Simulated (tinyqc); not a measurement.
MOSFET in saturation, small-signal circuit and noise: one step of the calculation.

Bias by the inversion coefficient IC = I/Ispec (charge-based model with velocity saturation; weak inversion below 0.1, strong above 10). Common-source circuit: gm, gds, Cgs, Cgd and Cj at the inner nodes, Rg in series with the gate; quasi-static, no source or drain resistance, no gate-body capacitance, no substrate network, no induced gate noise, so fmax is an upper estimate.

Question. Noise at the gate. Channel noise Sid = 4 kB T gam n gm with gam = (1/2 + (2/3) qs)/(1 + qs) + gw lc IC, qs = [sqrt(1 + 4 IC) - 1]/2, lc = Ls/L (the last term an empirical rise with velocity saturation); at the gate, white noise Sw = Sid/gm^2 + 4 kB T Rg. Number fluctuation with correlated mobility: S(f) = K/f, K = q^2 Vt lt Nt/(W L Cox^2) (1 + ac mu Cox I/gm)^2, Vt in eV with Nt per eV. Corner fc = K/Sw. Full shot noise would be 2 q I.

Inputs (values chosen for the exercise): temperature T = 293 K; gate length L = 65 nm; total gate width W = 10 um; gate capacitance Cox = 1.95 uF/cm^2; mobility mu = 120 cm^2/(V s); slope factor n = 1.16; velocity-saturation length Ls = 15 nm; inversion coefficient IC = 0.61; short-channel excess of the noise factor gw = 0.15; oxide trap density Nt = 6e16 cm^-3 eV^-1; tunnelling length into the oxide lt = 0.1 nm; Coulomb scattering coefficient ac = 3000 V s/C.

Constants: q = 1.602176634e-19 C, kB = 1.380649e-23 J/K, Vt = kB T/q. Results are converted to the units shown.

I = 32.478902 uA
gm = 0.75042363 mS
Rg = 26.410256 ohm

Give: gam; Sid; Sid/(2 q I); sqrt(Sw); K; fc.

Answer.

gam = 0.57102
Sid = 8.0431e-24 A^2/Hz
Sid/(2 q I) = 0.77283
sqrt(Sw) = 3.8354 nV/Hz^0.5
K = 1.6704e-11 V^2
fc = 1.1356 MHz

The gate resistance gives 2.9 % of the white noise power.

Computed by the program tinyqc: `OMP_NUM_THREADS=1 python tinyqc.py 2150054 2150055 out.jsonl`, one thread of a shared Intel Xeon 2.30GHz, about 0.01 s for the whole run.
